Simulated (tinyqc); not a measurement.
# Worked calculation: electron mobility in a silicon inversion layer, empirical terms and Matthiessen rule

Numbers from tinyqc (`OMP_NUM_THREADS=1 python tinyqc.py 2510134 2510135 out.jsonl`; about 0.01 s on one thread of a shared Intel Xeon 2.30GHz). Printed values are rounded.

Inversion layer of sheet density Ns on a uniformly doped body, under a high-permittivity gate with an interlayer. The mobility terms are empirical power laws with prefactors chosen for the exercise; adding their inverses (Matthiessen) is itself an approximation.

Parameters, values chosen for the exercise; material values close to those of silicon:
- T = 293 K (temperature)
- Eg = 1.14 eV (band gap)
- eps_r = 11.8 (relative permittivity of the semiconductor)
- Nc = 2.68e19 cm^-3 (conduction-band density of states at T)
- Nv = 2.54e19 cm^-3 (valence-band density of states at T)
- Nb = 1.2e17 cm^-3 (body doping)
- Vsb = 1 V (reverse body bias)
- eta = 0.5 (weight of the inversion charge in the effective field)
- Cox = 1.11 uF/cm^2 (gate capacitance)
- Ap = 451 cm^2/(V s) (phonon-limited mobility at 1 MV/cm and 300 K)
- As = 1020 cm^2/(V s) (roughness-limited mobility at 1 MV/cm)
- gs = 2 (exponent of the roughness term)
- Ac = 2900 cm^2/(V s) (Coulomb prefactor)
- Nit = 3.7e10 cm^-2 (charge at the interface)
- Ar = 350 cm^2/(V s) (remote-phonon mobility without interlayer)
- ti = 1.4 nm (interlayer thickness)
- lr = 0.6 nm (decay length of remote phonons)
- Ns = 7.1e11 cm^-2 (inversion density)
- WL = 5 (ratio W/L)
- Vd = 0.01 V (drain voltage)
- I = 2.41 uA (measured linear current)

Constants: q = 1.602176634e-19 C, kB = 1.380649e-23 J/K, Vt = kB T/q, eps0 = 8.8541878128e-14 F/cm where lengths are in cm. Results are converted to the units shown.

## Depletion charge and effective field

ni = sqrt(Nc Nv) exp(-Eg/(2 Vt)), Eg in volts; Ndep = sqrt(2 eps0 eps_r Nb (2 Vt ln(Nb/ni) + Vsb)/q); E = q (Ndep + eta Ns)/(eps0 eps_r), in MV/cm.

ni = 4.093904e9 cm^-3
Ndep = 1.709940e12 cm^-2
E = 0.3166556 MV/cm

The depletion charge gives 82.8 % of the field.

## Mobility terms and their sum

With t = T/(300 K): muC = Ac (Ns/1e12 cm^-2) t/(Nb/1e17 cm^-3 + Nit/1e11 cm^-2), muP = Ap E^(-1/3) t^(-1.75), muS = As E^(-gs), muR = Ar exp(2 ti/lr)/t; 1/mu is the sum of the inverses.

terms (cm^2/(V s)): Coulomb 1280.864, phonon 689.5906, roughness 10172.46, remote phonon 38109.15
mu = 424.5557 cm^2/(V s)
shares of 1/mu (%): Coulomb 33.14603, phonon 61.56633, roughness 4.173581, remote phonon 1.114052

The phonon term limits most.

## Iteration 1: inversion density for the measured current

Ns at the start = 3.5e11 cm^-2

I = (W/L) q Ns mu Vd. E = q (Ndep + eta Ns)/(eps0 eps_r) in MV/cm. With t = T/(300 K): muC = Ac (Ns/1e12 cm^-2) t/(Nb/1e17 cm^-3 + Nit/1e11 cm^-2), muP = Ap E^(-1/3) t^(-1.75), muS = As E^(-gs), muR = Ar exp(2 ti/lr)/t; 1/mu is the sum of the inverses. Ns(new) = I/((W/L) q mu Vd).

E = 0.2890529 MV/cm
mu = 322.7245 cm^2/(V s)
Ns after iteration 1 = 9.321907e11 cm^-2

## Iteration 2: inversion density for the measured current

As before.

E = 0.3336919 MV/cm
mu = 453.3644 cm^2/(V s)
Ns after iteration 2 = 6.635739e11 cm^-2

## Course of the iteration: inversion density for the measured current

Stop when Ns changes by less than 1e5 cm^-2, or after 120 iterations.

Course of the iteration:

| iteration | Ns (cm^-2) | \|change\| (cm^-2) |
|---|---|---|
| 1 | 9.321907e11 | 5.82e11 |
| 2 | 6.635739e11 | 2.69e11 |
| 3 | 7.227320e11 | 5.92e10 |
| 4 | 7.050943e11 | 1.76e10 |
| 5 | 7.099925e11 | 4.90e9 |
| 6 | 7.086035e11 | 1.39e9 |
| 7 | 7.089951e11 | 3.92e8 |
| 8 | 7.088845e11 | 1.11e8 |
| 9 | 7.089157e11 | 3.12e7 |
| 10 | 7.089069e11 | 8.81e6 |
| 11 | 7.089094e11 | 2.49e6 |
| 12 | 7.089087e11 | 7.02e5 |
| 13 | 7.089089e11 | 1.98e5 |
| 14 | 7.089089e11 | 5.60e4 |

Converged in 14 iterations. At the end each change is about 0.28 times the one before, with alternating sign: linear convergence.

## Split C-V extraction

| point | Vg (V) | Cgc (uF/cm^2) | I (uA) |
|---|---|---|---|
| 0 | 0.2 | 7.686467e-4 | 4.583226e-7 |
| 1 | 0.3 | 0.01126438 | 9.873680e-5 |
| 2 | 0.4 | 0.1461892 | 0.01739190 |
| 3 | 0.5 | 0.7678353 | 0.7260841 |
| 4 | 0.6 | 1.077544 | 3.281258 |
| 5 | 0.7 | 1.107745 | 6.181010 |
| 6 | 0.8 | 1.109847 | 8.841545 |
| 7 | 0.9 | 1.109990 | 11.22352 |
| 8 | 1 | 1.109999 | 13.34862 |
| 9 | 1.1 | 1.110000 | 15.24300 |
| 10 | 1.2 | 1.110000 | 16.93051 |
| 11 | 1.3 | 1.110000 | 18.43207 |
| 12 | 1.4 | 1.11 | 19.76598 |

Q(Vg) is the trapezoid sum of Cgc from the first point (where Q is taken as 0); mu_eff = I/((W/L) Q Vd); mu_FE = (dI/dVg)/((W/L) Cox Vd) with a backward difference. Listed from point 4 on.

| point | Q (uC/cm^2) | mu_eff (cm^2/(V s)) | mu_FE (cm^2/(V s)) |
|---|---|---|---|
| 4 | 0.1464445 | 448.1231 | 460.3918 |
| 5 | 0.2557090 | 483.4410 | 522.4778 |
| 6 | 0.3665886 | 482.3688 | 479.3756 |
| 7 | 0.4775804 | 470.0159 | 429.1845 |
| 8 | 0.5885799 | 453.5873 | 382.9007 |
| 9 | 0.6995798 | 435.7758 | 341.3296 |
| 10 | 0.8105798 | 417.7382 | 304.0563 |
| 11 | 0.9215798 | 400.0102 | 270.5511 |
| 12 | 1.032580 | 382.8465 | 240.3446 |

At the last point mu_FE is 37 % below mu_eff: where the mobility falls with gate voltage the slope of I understates it.
